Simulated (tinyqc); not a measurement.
# Changing the mean dose E

Model: chemically amplified photoresist: aerial image, acid generation, bake, development and line width. Computed by tinyqc, a small Python program. Command: `OMP_NUM_THREADS=1 python tinyqc.py 3001006 3001007 out.jsonl resist sweep`. One thread of a shared host (Intel(R) Xeon(R) Processor @ 2.30GHz), about 0.03 s of CPU time with the checks.

Lines and spaces of pitch p with a two-beam-like image; x = 0 is the middle of the bright space. The resist is positive and treated as uniform in depth.

Inputs (values chosen for the exercise, for a model resist at 13.5 nm): pitch p = 29 nm; image contrast c = 0.6; Dill parameter C = 0.033 cm^2/mJ; quencher load q, relative to the acid generator = 0.065; acid diffusivity D = 0.0085 nm^2/s; bake time t = 90 s; amplification rate k_amp = 0.092 1/s; threshold protection m_th = 0.51; development selectivity n = 3; largest rate r_max = 130 nm/s; smallest rate r_min = 0.1 nm/s; resist thickness d = 30 nm; development time t_d = 30 s; photon energy = 91.84 eV; absorption coefficient alpha = 3.8 1/um.

Method:
- Dose E(x) = E [1 + c cos(2 pi x/p)]; acid h = 1 - exp(-C E(x)).
- Bake: the acid image is blurred by a Gaussian of variance sigma^2 = 2 D t (each Fourier term k of h, taken on 64 points, is multiplied by exp(-4 pi^2 k^2 D t/p^2)).
- Cosine coefficients: h(x) = sum_k h_k cos(2 pi k x/p).
- The quencher then removes q, h_eff = max(h_blurred - q, 0); protection m = exp(-k_amp t h_eff).
- Mack rate r = r_max (a + 1)(1 - m)^n/(a + (1 - m)^n) + r_min, a = ((n + 1)/(n - 1))(1 - m_th)^n.
- Edge: vertical development clears the film where r t_d >= d; the space width is twice the x where r = d/t_d.
- Dose sensitivity = d ln(width)/d ln E from widths at 1.005 E and E/1.005; image log-slope at the edge = |d ln E/dx|, normalised by the width (NILS); latitude for 10 % of width = 10 %/sensitivity.
- The edge lies at x = width/2.
- Absorbed photons per volume N = E(edge) alpha/(photon energy), 1 mJ/cm^2 = 62.41509 eV/nm^2, alpha in 1/nm; a Gaussian blur averages over a volume V = (2 sqrt(pi) sigma)^3; relative noise 1/sqrt(N V); edge noise sigma_x = (dh/d ln E) noise/|dh/dx|, with both derivatives of the blurred acid at the edge.

One run for each value:
```
mean dose E (mJ/cm^2)  space width (nm)  dose sensitivity  edge noise from photons (nm)    NILS
1.80                              7.743            3.8337                        20.020  0.5344
2.06                             11.035            1.8790                        14.014  1.0941
2.32                             13.275            1.3022                        11.705  1.5846
2.59                             15.065            1.0211                        10.435  2.0292
2.85                             16.481            0.8669                         9.710  2.3999
3.11                             17.696            0.7688                         9.264  2.7172
3.37                             18.771            0.7035                         9.008  2.9824
3.89                             20.645            0.6312                         8.923  3.3534
4.16                             21.525            0.6152                         9.087  3.4566
```

Give the missing row, mean dose E (mJ/cm^2) = 3.63.

Computed row:
```
mean dose E (mJ/cm^2)  space width (nm)  dose sensitivity  edge noise from photons (nm)    NILS
3.63                             19.745            0.6595                         8.900  3.1950
```

Interpolating between the two neighbouring rows (linearly) misses most in dose sensitivity, by 1.2 %. Over the rows, space width (nm) rises from 7.74 to 21.5 (exponent d ln y / d ln x 2.6 between the first rows and 0.62 between the last); dose sensitivity falls from 3.83 to 0.615 (exponent d ln y / d ln x -5.3 between the first rows and -0.38 between the last); edge noise from photons (nm) goes from 20.0 through a minimum among these rows, 8.90 at 3.63, to 9.09. More dose moves the clearing threshold out along the image, so the space widens.

Caution (all rows): lateral development, standing waves and the joint diffusion of acid and quencher are left out, so widths are indicative. Caution (all rows): with under about ten photons in the blur volume a Gaussian noise estimate is unreliable. Caution (all rows): the noise counts photons alone (acid and quencher statistics add to it) and takes the film as thicker than the blur; a thinner film averages in two dimensions only.

Extremes, crossings and ranges named in words are read from the listed rows.
